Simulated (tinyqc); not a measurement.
Carrier lifetime of a p-type layer with SRH, radiative, Auger and surface recombination: two steps of the calculation.

Uniform excess density dn = dp (no trapping), n = n0 + dn, p = p0 + dn, Boltzmann statistics, full ionisation. Surfaces enter as a rate 2 S dn/d, which holds while diffusion to them is fast.

Inputs (values chosen for the exercise); band and dielectric values close to those of silicon:
- T = 350 K (temperature)
- Eg = 1.13 eV (band gap)
- Nc = 3.55e19 cm^-3 (conduction-band density of states at T)
- Nv = 3.31e19 cm^-3 (valence-band density of states at T)
- B = 4.77e-15 cm^3/s (radiative coefficient)
- N = 1.5e16 cm^-3 (acceptor density)
- Cn = 2.3e-31 cm^6/s (Auger coefficient (two electrons))
- Cp = 2.7e-31 cm^6/s (Auger coefficient (two holes))
- Nt = 3e11 cm^-3 (trap density)
- sn = 4e-17 cm^2 (capture cross-section for electrons)
- sp = 8e-15 cm^2 (capture cross-section for holes)
- vth = 2.5e7 cm/s (thermal velocity (both carriers))
- Et = 0.85 eV (trap level below the conduction band)
- S = 0 cm/s (surface recombination velocity (both faces))
- d = 100 um (sample thickness)
- G = 1.2e17 cm^-3 s^-1 (generation rate)

Constants: q = 1.602176634e-19 C, kB = 1.380649e-23 J/K, Vt = kB T/q. Results are converted to the units shown.

Problem 1. Equilibrium densities and SRH constants. ni = sqrt(Nc Nv) exp(-Eg/(2 Vt)), Eg in volts; majority density N/2 + sqrt(N^2/4 + ni^2), n0 p0 = ni^2; n1 = Nc exp(-Et/Vt), p1 = Nv exp((Et - Eg)/Vt); tn0 = 1/(sn vth Nt), tp0 = 1/(sp vth Nt).

Find: ni; n0; p0; n1; p1; tn0; tp0.

Solution 1.

ni = 2.508e11 cm^-3
n0 = 4.195e6 cm^-3
p0 = 1.500e16 cm^-3
n1 = 2.045e7 cm^-3
p1 = 3.076e15 cm^-3
tn0 = 0.003333 s
tp0 = 1.667e-5 s

Problem 2. New dn. With e = n p - ni^2 = dn (n0 + p0 + dn): U_SRH = e/(tp0 (n + n1) + tn0 (p + p1)), U_rad = B e, U_Aug = (Cn n + Cp p) e, U_s = 2 S dn/d. Substitution: tau = dn/U with U the sum, dn(new) = G tau.

dn at the start = 2e13 cm^-3
n0 = 4.1945100e6 cm^-3
p0 = 1.5000000e16 cm^-3
n1 = 2.0453472e7 cm^-3
p1 = 3.0761354e15 cm^-3
tn0 = 0.0033333333 s
tp0 = 1.6666667e-5 s

Give: U_SRH; U_rad; U_Aug; U_s; tau; dn after iteration 1.

Solution 2.

U_SRH = 4.9800e15 cm^-3 s^-1
U_rad = 1.4329e15 cm^-3 s^-1
U_Aug = 1.2196e15 cm^-3 s^-1
U_s = 0 cm^-3 s^-1
tau = 0.0026203 s
dn after iteration 1 = 3.1444e14 cm^-3

Numbers from tinyqc (`OMP_NUM_THREADS=1 python tinyqc.py 2300144 2300145 out.jsonl`; about 0.01 s on one thread of a shared Intel Xeon 2.30GHz).
